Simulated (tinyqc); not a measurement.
Trap-assisted generation and recombination current of an abrupt junction: one step, computed by the program tinyqc.

Depletion approximation, flat quasi-Fermi levels across the depleted layer, long neutral regions with minority lifetimes tau_n and tau_p, full ionisation and Boltzmann statistics. Voltages in exponents stand for e V.

Problem. Built-in voltage and diffusion current. N_c = 2 M_c (2 pi m_e k_B T/h^2)^(3/2) and N_v = 2 (2 pi m_h k_B T/h^2)^(3/2), masses in units of m_0. n_i = sqrt(N_c N_v) exp(-E_g/2 k_B T); V_bi = (k_B T/e) ln(N_A N_D/n_i^2); diffusion saturation current J_d0 = e n_i^2 [sqrt(D_n/tau_n)/N_A + sqrt(D_p/tau_p)/N_D].

Inputs (values chosen for the exercise, with bands and screening modelled on germanium):
```
quantity,value,unit
gap E_g,0.664,eV
electron mass m_e,0.224,m_0
valleys M_c,4,-
hole mass m_h,0.328,m_0
acceptor density N_A,3.4e+16,cm^-3
donor density N_D,6.2e+18,cm^-3
capture time tau_n,4.6e-05,s
capture time tau_p,5e-05,s
electron diffusion coefficient D_n,98,cm^2/s
hole diffusion coefficient D_p,1.9,cm^2/s
temperature T,350,K
```

Field enhancement: Hurkx tunnelling factor.

Constants: k_B = 8.617333262e-05 eV/K; m_0 = 9.1093837015e-31 kg; k_B = 1.380649e-23 J/K; h = 6.62607015e-34 J s; e = 1.602176634e-19 C.

Give: k_B T; n_i; V_bi; J_d0.

Solution.

k_B T = 0.030161 eV

n_i = 1.4792e+14 cm^-3

V_bi = 0.48501 V

J_d0 = 1.5060e-04 A/cm^2

Caution: one side is doped near or above its effective density of states, so Boltzmann statistics understate V_bi.
